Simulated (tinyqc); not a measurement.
# Thin-body transistor below threshold, two-dimensional Poisson equation on a small mesh: refining the mesh

A thin body on a thick buried insulator of low permittivity, taken as carrying no normal field at the bottom of the body (row 0). Mobile charge is neglected (subthreshold), the body is fully depleted, and potentials are counted from the intrinsic level; rows run upward to the gate, columns from source to drain.

The mesh has 2 c steps in the semiconductor (rows from 0 up to the interface), c steps in the insulator and 8 c along the channel, each uniform. Box integration, divided by eps0: up_i = eps hy/h of the interval above row i, dn_i = that of the interval below (0 for row 0), lat_i = (sum of eps h/2 over the intervals above and below)/hy, s_i = -q Na w_i hy/eps0 with w_i the semiconductor height of the box (hs/2 for row 0 and the interface row, hs between, 0 in the insulator). Each free node obeys (up + dn + 2 lat) psi = up psi(above) + dn psi(below) + lat [psi(left) + psi(right)] + s. Fixed values: gate row Vg - Vfb; column 0 at Vbi and the last column at Vbi + Vd in the semiconductor, each running linearly to Vg - Vfb across the insulator. The system is solved directly; psi is read on row 0 at mid-channel.

Parameters, values chosen for the exercise; semiconductor permittivity made up:
- eps_r = 13.3 (relative permittivity of the semiconductor)
- eox = 7.5 (relative permittivity of the insulator)
- tb = 8 nm (body thickness)
- tox = 2.7 nm (insulator thickness)
- L = 50 nm (channel length)
- Na = 8.6e17 cm^-3 (acceptor density of the depleted body)
- Vbi = 0.5 V (potential of the source)
- Vfb = -0.02 V (gate offset)
- Vg = -0.1 V (gate voltage)
- Vd = 0.3 V (drain voltage)

Constants: q = 1.602176634e-19 C, eps0 = 8.8541878128e-14 F/cm where lengths are in cm. Results are converted to the units shown.

Result of one run:

| c | unknowns | psi at mid-channel (V) | d psi/dVg |
|---|---|---|---|
| 6 | 846 | -0.08181 | 0.8995 |

What becomes of these results when the refinement factor c is changed from 6 to 8, all else the same?

Result of the changed run:

| c | unknowns | psi at mid-channel (V) | d psi/dVg |
|---|---|---|---|
| 8 | 1512 | -0.08191 | 0.8996 |

The whole series:

| c | unknowns | psi at mid-channel (V) | d psi/dVg |
|---|---|---|---|
| 1 | 21 | -0.07372 | 0.8893 |
| 2 | 90 | -0.07994 | 0.8971 |
| 3 | 207 | -0.08110 | 0.8986 |
| 4 | 372 | -0.08151 | 0.8991 |
| 6 | 846 | -0.08181 | 0.8995 |
| 8 | 1512 | -0.08191 | 0.8996 |
| 12 | 3420 | -0.08198 | 0.8997 |

psi at mid-channel goes from -0.07372 V on the coarsest mesh to -0.08198 V on the finest, a difference of 8.3 mV. d psi/dVg changes by 0.0079 from c = 1 to 2, by 0.0020 from 2 to 4 and by 5.0e-4 from 4 to 8, a ratio of 4.0 between the last two, near the 4 of a second-order scheme.

Computed by the program tinyqc: `OMP_NUM_THREADS=1 python tinyqc.py 2480088 2480089 out.jsonl`, one thread of a shared Intel Xeon 2.30GHz, about 0.1 s for the whole run.
